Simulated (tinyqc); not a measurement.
What moves the results: free-carrier optics of a doped semiconductor (Drude model with one polar phonon). A value that a table varies takes the place of the one given here.

eps(E) = ei [1 - Ep^2/(E^2 + i E Gam)] + (es - ei) wT^2/(wT^2 - E^2 - i E gT), with Ep^2 = 8 pi c (e^2/(4 pi eps0)) N/(m ei), c = hbar^2/2m0, N in 1/angstrom^3 (1e-24 per 1/cm^3); Gam = hbar/tau, tau = mu m m0/e with m0/e = 5.685630e-12 kg/C and mu in m^2/(V s). Energies in meV.

n + i k = sqrt(eps1 + i eps2) with k >= 0; R = ((n - 1)^2 + k^2)/((n + 1)^2 + k^2) at normal incidence from vacuum; alpha = 2 E k/(hbar c), times 1e8 for 1/cm; loss function Im(-1/eps) = eps2/(eps1^2 + eps2^2).

Constants: hbar^2/2m0 = 3.80998211 eV angstrom^2; e^2/(4 pi eps0) = 14.39964547 eV angstrom; hbar = 6.58211957e-16 eV s; hbar c = 1973.269805 eV angstrom.

Values chosen for the exercise (mass and dielectric values near those of SiC; N and mu are free inputs; interband absorption and the rise of the mass with filling are left out; not measured data): m = 0.385 m0 (conductivity mass); ei = 6.33 (high-frequency dielectric constant); wT = 99.3 meV (TO phonon); es = 9.32 (static dielectric constant); N = 3.7e+18 1/cm^3 (carrier density); mu = 110 cm^2/(V s) (mobility); gT = 0.2 meV (phonon damping); E = 54.1 meV (photon energy).

## The coupled modes against doping

L-, L+ solve E^4 - (wL^2 + Ep^2) E^2 + Ep^2 wT^2 = 0, wL = wT sqrt(es/ei); damping left out; energies in meV.

Modes:
```
N (1/cm^3)      Ep     L-      L+  Ep sqrt(ei/es)
8.0e+17      21.28  17.44  121.11           17.53
3.0e+18      41.20  33.28  122.91           33.95
8.0e+18      67.28  52.31  127.70           55.45
2.0e+19     106.38  74.04  142.66           87.67
3.0e+19     130.28  82.28  157.23          107.37
5.0e+19     168.19  89.54  186.52          138.61
1.0e+20     237.86  94.77  249.23          196.03
3.0e+20     411.99  97.89  417.94          339.53
8.0e+20     672.78  98.78  676.30          554.45
```

wL = 120.49 meV

What does this show, and why?

At low density L- follows Ep sqrt(ei/es) (17.44 against 17.53), a plasmon screened by the lattice, and L+ starts at wL. At the highest density L- has come within 0.52 meV of wT, since the carriers screen the field that lifts wL, and L+ is within 3.53 meV of Ep. The branches are closest, 68.61 meV, at 2e+19 1/cm^3 of those listed. The mass is held fixed, while in a real band it rises with filling.

## Reflectance across the plasma edge

Spectrum:
```
E (meV)   eps1    eps2      R  alpha (1/cm)
4.6      -7.92  102.48  0.766      3.47e+03
13.7     -4.80   28.28  0.622      5.68e+03
22.9     -0.93   12.44  0.474      6.01e+03
32.0      2.19    6.39  0.294      4.90e+03
38.9      4.00    4.12  0.209      3.68e+03
45.8      5.47    2.78  0.194      2.68e+03
50.3      6.31    2.20  0.202      2.20e+03
57.2      7.51    1.58  0.223      1.67e+03
68.6      9.62    0.98  0.264      1.10e+03
91.5     24.68    0.68  0.442           632
137.3     2.37    0.14  0.046           653
228.8     5.39    0.03  0.158           153
```

What does this show, and why?

Ep = 45.8 meV and Gam = 27.3 meV. R is 0.766 at the lowest energy and lowest, 0.046, at 137.3 meV of those listed; without damping and phonon it would vanish at Ep sqrt(ei/(ei - 1)) = 49.9 meV. At the highest energy R is 0.158, against 0.186 for ei alone. Between the last two rows alpha goes as E^-2.84, where the Drude limit far above Ep and Gam is E^-2; Gam and the phonon term both still act in these rows. The phonon adds its own band of high reflectance between wT = 99.3 meV and about wL = 120.5 meV, which the rows may miss. The lowest R listed is the dip just above wL, not the plasma minimum.

## Free-carrier absorption and index change in the near infrared

At the wavelengths listed E = hc/lambda (hc = 1239.841984 eV nm). Approximate forms: alpha = ei Ep^2 Gam/(E^2 sqrt(ei) hbar c) and dn = -sqrt(ei) Ep^2/(2 E^2). The phonon term is left out here.

Free carriers:
```
lambda (micrometre)  E (meV)  alpha (1/cm)  alpha, approximate        dn  dn, approximate
1.31                   946.4          8.15                8.15  -0.00294         -0.00294
1.55                   799.9          11.4                11.4  -0.00411         -0.00412
2.00                   619.9          19.0                19.0  -0.00685         -0.00685
3.00                   413.3          42.8                42.7   -0.0154          -0.0154
5.00                   248.0           119                 119   -0.0427          -0.0428
8.00                   155.0           308                 304    -0.109           -0.110
10.60                  117.0           547                 533    -0.189           -0.192
```

What can be read from the table?

At 1.55 micrometre alpha = 11.4 1/cm and dn = -0.00411; a phase shift of pi needs a length lambda/(2 |dn|) = 188 micrometre, over which the loss is 0.93 dB. The approximate alpha is within 5 % up to 10.6 micrometre of the wavelengths listed; it needs photon energies well above both Ep and Gam, which lie at 27.1 and 45.4 micrometre. Interband and intervalley absorption are left out.

## What moves the optical constants

At the energy E. Each row changes one parameter from the base and keeps the others.

Results:
```
case                 Ep (meV)  Gam (meV)       R  alpha (1/cm)
base                    45.75      27.34  0.2131      1.88e+03
N = 5.55e+18 1/cm^3     56.04      27.34  0.1868      3.20e+03
m = 0.462 m0            41.77      22.78  0.2183      1.36e+03
mu = 66 cm^2/(V s)      45.75      45.56  0.2381      2.16e+03
ei = 6.65               44.64      27.34  0.2099      1.90e+03
E = 64.9 meV            45.75      27.34  0.2499      1.25e+03
```

What can be read from the table?

The largest shifts from the base row, up to three for each result and ties (the steps differ in size, so this ranks the rows, not the parameters). Ep (meV): N +10.28, m -3.99, ei -1.11; unchanged at the printed digits by mu and E. Gam (meV): mu +18.22, m -4.56; unchanged at the printed digits by N, ei and E. R: E +0.0368, N -0.0263, mu +0.0250. alpha (1/cm): N +1.32e+03, E -630, m -520.

Program tinyqc; command `OMP_NUM_THREADS=1 python tinyqc.py 1652239 1652240 out.jsonl`; about 0.01 s on one thread of a shared Intel(R) Xeon(R) Processor @ 2.30GHz.
